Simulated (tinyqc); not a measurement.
Concentration-dependent dopant diffusion with charged defects and the built-in field: one step, computed by the program tinyqc.

A constant source C_s feeds a half space. The dopant moves through neutral point defects and through charged ones, whose number grows with the majority carrier density n.

Task: Diffusivity at the surface. n = C/2 + sqrt(C^2/4 + n_i^2); D(C) = h [Dx + D1 (n/n_i)], h = 1 + C/sqrt(C^2 + 4 n_i^2).

Inputs (values chosen for the exercise, modelled on antimony in silicon): surface concentration C_s = 9.9e+18 1/cm^3; temperature T = 950 C.

Field enhancement: on.

n_i = 5.352090e+18 1/cm^3

partial diffusivities (cm^2/s): Dx 2.211165e-16, D1 2.361409e-16

intrinsic diffusivity D_i = 4.572574e-16 cm^2/s

Give: n/n_i; field factor h; surface diffusivity D_s; enhancement D_s/D_i.

Result:

n/n_i = 2.287

field factor h = 1.679

surface diffusivity D_s = 1.278e-15 cm^2/s

enhancement D_s/D_i = 2.795

C_s is 1.85 times n_i: diffusion is extrinsic near the surface.
